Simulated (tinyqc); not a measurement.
What the corrections do to the levels: formation energy of a charged point defect from supercell energies. Computed by tinyqc, a small Python program. Command: `OMP_NUM_THREADS=1 python tinyqc.py 3020094 3020095 out.jsonl formation walk`. One thread of a shared host (Intel(R) Xeon(R) Processor @ 2.30GHz), about 0.01 s of CPU time with the checks.

The host is a compound AB. Making the defect adds n_A = 1, n_B = 0 atoms to the cell. All total energies are inputs. E_F is counted from the valence-band maximum (VBM); x = 0 is A-rich and x = 1 B-rich growth.

Inputs (values chosen for the exercise, for a model compound AB): E_VBM of the host cell = 5.624 eV; potential alignment dV = 0.058 eV; dielectric constant eps = 10.1; cell length L = 14.2 angstrom; mu_A of the pure element = -2.35 eV; formation enthalpy dH of AB = -1.18 eV; growth condition x = 0.33.

Defect: A interstitial. Supercell lattice: fcc.

charge states q: [0, -1, -2]

E(defect, q) - E(host), in the order of q (eV): [0.883, 7.25, 15.06]

Constants: e^2/(4 pi eps_0) = 14.39964548 eV angstrom.

Method:
- dmu_A = x dH and dmu_B = (1 - x) dH, so that dmu_A + dmu_B = dH; mu = mu(element) + dmu.
- The reservoir term is sum n_i mu_i.
- Image-charge correction of a point charge in a neutralising background: E_corr = q^2 alpha e^2/(4 pi eps_0) / (2 eps L), alpha = 2.888282 for a fcc array with L the cube root of the volume.
- E_f(q, E_F) = [E(defect, q) - E(host)] - sum n_i mu_i + q (E_VBM + dV + E_F) + E_corr(q).
- Levels eps(q/q-1) with the terms q dV and E_corr left out or kept.

E_f(q, 0) (eV): (q=0) 3.62240, (q=-1) 4.45239, (q=-2) 7.01538

E_corr (eV): (q=0) 0.000000, (q=-1) 0.144995, (q=-2) 0.579978

Levels above the VBM (eV):
```
level       raw  with alignment  with image charge  with both
(0/-1)   0.7430          0.6850             0.8880     0.8300
(-1/-2)  2.1860          2.1280             2.6210     2.5630
```

What does the comparison show, and why?

Alignment moves every level by -dV = -0.058 eV. The image term moves eps(q/q-1) by (1 - 2q) E_corr(1): (0/-1) by +0.145, (-1/-2) by +0.435 eV, donor levels down and acceptor levels up. It adds 2 E_corr(1) = 0.290 eV to every U.

Extremes, crossings and ranges named in words are read from the listed rows.
